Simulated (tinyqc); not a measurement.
# X-ray photoelectron analysis of a thin oxide on a semiconductor: attenuation lengths, thickness, angle series and band offsets, step by step

A worked calculation. Computed by tinyqc, a small Python program that keeps every step. Command: `OMP_NUM_THREADS=1 python tinyqc.py 3114031 3114032 out.jsonl xps walk`. One thread of a shared host (Intel(R) Xeon(R) Processor @ 2.30GHz), about 0.01 s of CPU time with the checks. Intermediate numbers are printed to about 6 digits and carried at full precision; extremes and crossings named in words are read from the listed rows.

The same element is seen in the oxide and in the substrate, at nearly the same kinetic energy; films are flat and uniform, and the work function is ignored.

Inputs (values chosen for the exercise, modelled on SiO2 on 4H-SiC):
```
quantity                                           value     unit
photon energy                                     1486.6       eV
binding energy of the core level                   100.5       eV
oxide density                                       2.24   g/cm^3
oxide formula mass                                 60.08    g/mol
valence electrons per oxide formula                   16        -
oxide gap                                           8.76       eV
substrate density                                   3.21   g/cm^3
substrate formula mass                              40.1    g/mol
valence electrons per substrate formula                8        -
substrate gap                                       3.26       eV
oxide thickness d                                   0.76       nm
emission angle from the normal                        15  degrees
attenuation length over inelastic mean free path    0.94        -
carbon overlayer                                    0.41       nm
counts in the two peaks together                   50000        -
valence band offset used to make the data           2.84       eV
core level less valence band top, substrate        98.89       eV
core level less valence band top, thick oxide      98.66       eV
field in the oxide                                  0.49    MV/cm
```

## Inelastic mean free paths

TPP-2M: lambda = E/(E_p^2 [b ln(c E) - C/E + D/E^2]) in angstrom, E_p = 28.8 sqrt(N_v rho/M), b = -0.10 + 0.944/sqrt(E_p^2 + E_g^2) + 0.069 rho^0.1, c = 0.191/sqrt(rho), U = N_v rho/M, C = 1.97 - 0.91 U, D = 53.4 - 20.8 U, with E = photon energy less binding energy in eV. Attenuation length L = factor x lambda.

kinetic energy E = 1386.1 eV

Terms:
```
layer      E_p (eV)          b         c  lambda (nm)
oxide       22.2439  0.0142821  0.127617      3.84229
substrate   23.0472  0.0180911  0.106606      2.91903
```

L in the oxide = 3.61175 nm

L in the substrate = 2.74389 nm

## Peak ratio

R_0 = (rho_o/M_o) L_o/((rho_s/M_s) L_s); peak ratio R = I_ox/I_sub = R_0 [exp(d/(L_o cos theta)) - 1]; hence d = L_o cos theta ln(1 + R/R_0). A carbon layer weakens both peaks alike, by exp(-d_C/(L_o cos theta)) if its L is taken equal to L_o. This R_0 leaves out intrinsic losses from the substrate peak, so calibrated values can be larger.

R_0 = 0.613068

d/(L_o cos theta) = 0.217847

ratio R = 0.149219

oxide share of the counts = 0.129844

attenuation by carbon = 0.889120

depth 3 L_o cos theta = 10.4661 nm

## Error budget of the thickness

With x = d/(L_o cos theta): d ln d/d ln R = (1 - exp(-x))/x = -d ln d/d ln R_0; counting error of R = 1/sqrt(N f (1 - f)), f the oxide share, which times the sensitivity gives that of d; an angle error adds tan(theta) d theta; d is proportional to L_o at fixed R_0. Assumed errors: 5 % in R_0, 1 degree, 5 % in L_o.

sensitivity to R = 0.898573

counting error of d = 1.19553 %

R_0 = 4.49287 %

angle = 0.467660 %

L_o = 5 %

The attenuation length is the largest of these terms.

## Angle series: uniform film or islands?

Islands: half of the surface carries 2 d and half none, R = R_0 (1/2)(1 - t)/(1/2 + t/2) with t = exp(-2 d/(L_o cos theta)); the apparent thickness is read with the uniform formula.

Against the angle:
```
theta (degrees)  R, uniform  R, islands  apparent d, islands (nm)
0                  0.143581    0.127133                  0.680622
20                 0.153869    0.135034                  0.675609
35                 0.179562    0.154110                  0.663440
45                 0.212491    0.177238                  0.648548
55                 0.271712    0.215337                  0.623611
65                 0.395596    0.282299                  0.578133
75                 0.769216    0.411522                  0.480083
```

A uniform film gives d = 0.76 nm at every angle. The island film of the same volume reads 0.681 nm at normal emission and 0.480 nm at 75 degrees; its ratio cannot pass R_0, since the bare half always shows the substrate.

## Band offsets by core levels

Valence band offset = (E_core - E_v)(substrate) - (E_core - E_v)(oxide) + (core level separation at the interface, oxide less substrate). The separation is made here from the given offset; a uniform field F that raises the binding energy towards the surface shifts the oxide peak by e F <z>, <z> = d/(1 - exp(-x)) - d/x, x = d/(L_o cos theta), being the mean distance from the interface. Conduction band offset = oxide gap - substrate gap - valence band offset.

separation without field = 2.61 eV

<z> = 0.393786 nm

separation with field = 2.62930 eV

apparent valence band offset = 2.85930 eV

true conduction band offset = 2.66 eV

apparent conduction band offset = 2.64070 eV

The field biases both offsets by 0.019 eV, in opposite directions.

Checks made by the program: thickness recovered (relative difference below 1e-10).
